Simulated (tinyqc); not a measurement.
Saturation velocity and mobility from two gate lengths.

Problem. Isat = Cox vsat Vg (x - 1)/(x + 1) per width, x = sqrt(1 + 2 mu Vg/(m vsat L)), with no series resistance and the same overdrive Vg and mu at both lengths. Find vsat and mu.

Inputs (values chosen for the exercise):
- Cox = 0.85 uF/cm^2 (gate capacitance)
- m = 1.19 (body factor)

Vg = 1.46 V
Isat at L = 1 and 8 um (uA/um): [127.22692, 19.333694]

Answer. The ratio of the currents depends on c = 2 mu Vg/(m vsat) alone and falls steadily from L2/L1 to 1 as c grows, so it fixes c; either current then gives vsat.

vsat = 9.50e6 cm/s
mu = 210 cm^2/(V s)

Computed by the program tinyqc: `OMP_NUM_THREADS=1 python tinyqc.py 2500114 2500115 out.jsonl`, one thread of a shared Intel Xeon 2.30GHz, about 0.01 s for the whole run.
